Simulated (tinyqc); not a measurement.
# Floating body of a partially depleted SOI transistor: body voltage and kink: two studies

Source at 0 V. Channel current Ic = 2 nf K Vt^2 [F(0) - F(Vd)](1 + la Vd), F(V) = ln^2(1 + exp((Vg - VT - nf V)/(2 nf Vt))), VT = VT0 - gb Vb. Saturation voltage Vs = 2 Vt sqrt(F(0)) + 3 Vt, excess Ve = (Vd - Vs + sqrt((Vd - Vs)^2 + 0.0004 V^2))/2, multiplication M1 = Ai Ve exp(-Bl/Ve). Each junction passes D(v) = J1 (exp(v/Vt) - 1) + J2 (exp(v/(2 Vt)) - 1). Bipolar current Ib = bb J1 (exp(Vb/Vt) - 1). The body settles where M1 (Ic + Ib) = D(Vb) + D(Vb - Vd) + Vb/Rb; drain current Id = (1 + M1)(Ic + Ib) - D(Vb - Vd).

Values chosen for this exercise; values of the order met in partially depleted silicon-on-insulator transistors: temperature T = 330 K; threshold at zero body voltage VT0 = 0.44 V; fall of the threshold per volt of body voltage gb = 0.22; slope factor nf = 1.19; gain factor per width K = 270 uA/(V^2 um); channel-length modulation factor la = 0.03 1/V; impact-ionisation prefactor Ai = 3.83 1/V; impact-ionisation voltage Bl = 4 V; diffusion saturation current of each junction J1 = 9.5e-11 uA/um; recombination saturation current of each junction J2 = 3.1e-7 uA/um; gain of the lateral bipolar transistor on the diffusion current bb = 0.5; resistance of a weak body tie to the source (1e9 stands for no tie, and the term is then dropped) Rb = 1e9 kohm um; gate voltage Vg = 0.81 V; drain voltage Vd = 1.5 V.

Constants: q = 1.602176634e-19 C, kB = 1.380649e-23 J/K, Vt = kB T/q. Results are converted to the units shown.

Each table varies one quantity; the others keep the values above.

## Output curve and kink

Rows with more than one solution for Vb (latch) are left out; dId/dVd by a forward difference over 1e-4 V, swing = 1e-4 V over the change of log10 Id; M1 under 1e-12 is printed as 0.

Output curve and kink:
```
Vd (V)	Vb (V)	M1	Id, floating (uA/um)	Id, grounded (uA/um)	ratio	dId/dVd, floating (uS/um)	dId/dVd, grounded (uS/um)
0.8	0.3622	9.044e-6	23.50	15.93	1.475	33.92	0.4999
1	0.5377	6.964e-4	27.89	16.07	1.736	14.37	1.088
1.2	0.6141	0.008051	30.35	16.46	1.844	11.72	3.020
1.4	0.6595	0.03621	33.09	17.37	1.905	16.79	6.251
1.6	0.6907	0.1002	37.48	19.01	1.972	28.25	10.27
1.8	0.7142	0.2097	44.85	21.49	2.087	46.76	14.60
2	0.7336	0.3688	56.89	24.85	2.290	76.02	18.92
2.2	0.7509	0.5771	76.61	29.05	2.637	126.1	23.06
```

Vb rises from 0.362 to 0.751 V and the ratio of the currents rises from 1.48 to 2.64. The output conductance with a floating body exceeds the grounded value by the largest factor among the rows, 67.9, at Vd = 0.8 V, where Vb = 0.362 V and M1 = 9.04e-6.

## Transfer curve and swing

Same model as above.

Transfer curve and swing:
```
Vg (V)	Vb (V)	M1	Id, floating (uA/um)	Id, grounded (uA/um)	ratio	swing, floating (mV/decade)	swing, grounded (mV/decade)
-0.01	0.07110	0.3205	2.218e-6	1.512e-6	1.467	76.33	98.06
0.09	0.2596	0.3200	1.242e-4	2.329e-5	5.332	50.82	79.20
0.19	0.4611	0.3154	0.008652	4.329e-4	19.99	60.98	78.97
0.29	0.5674	0.2953	0.2218	0.007649	29.00	85.80	82.19
0.39	0.6260	0.2497	1.821	0.1078	16.89	146.1	94.81
0.49	0.6552	0.1942	6.119	0.8778	6.971	249.0	132.7
0.59	0.6694	0.1436	12.95	3.557	3.642	376.3	208.4
0.69	0.6756	0.1017	21.86	8.754	2.497	511.0	314.0
0.79	0.6766	0.06860	32.63	16.31	2.000	643.4	433.8
```

What does the table show?

Vb rises from 0.0711 to 0.677 V. The smallest swing among the rows is 50.8 mV a decade with a floating body (at Vg = 0.09 V) and 79.0 with a grounded one; Vt ln 10 = 65.5. The floating swing is smaller by more than 3 % for Vg = -0.01, 0.09, 0.19 V, where the rising Vb lowers the threshold as Vg rises. In the first row the floating body raises the current by a factor of 1.47.

Range of the model: The multiplication law is an empirical form chosen for the exercise; self-heating and capacitive coupling to the body are left out, and the linear laws are rough once Vb passes about 0.7 V or M1 about 0.1.

tinyqc, about 0.2 s, one thread, Intel Xeon 2.30GHz (shared host): `OMP_NUM_THREADS=1 python tinyqc.py 2182206 2182207 out.jsonl`
